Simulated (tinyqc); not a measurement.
From results to parameters: minimal-basis H2. Computed by the program tinyqc with PySCF.

Problem. For two electrons in the two orbitals of minimal-basis H2, the CIS energies are e2 - e1 - J12 + 2 K12 and e2 - e1 - J12, and E_corr = D - sqrt(D^2 + K12^2) with 2D the energy of the double excitation. Find J12, K12, D, the MP2 energy and the weight of the double excitation.

orbital gap e2 - e1 = 1.08498942 hartree
CIS singlet and triplet energies (hartree): 0.819575  0.441912
FCI correlation energy = -0.02682609 hartree

Solution. Half the singlet-triplet splitting is K12, the gap less the triplet energy is J12, D = (E_corr^2 - K12^2)/(2 E_corr), MP2 is -K12^2/(2 gap), and the weight is c^2/(1 + c^2) with c = E_corr/K12.

J12, K12, D (hartree): 0.643  0.189  0.651
MP2 correlation energy = -0.016432 hartree
weight of the double excitation = 0.020
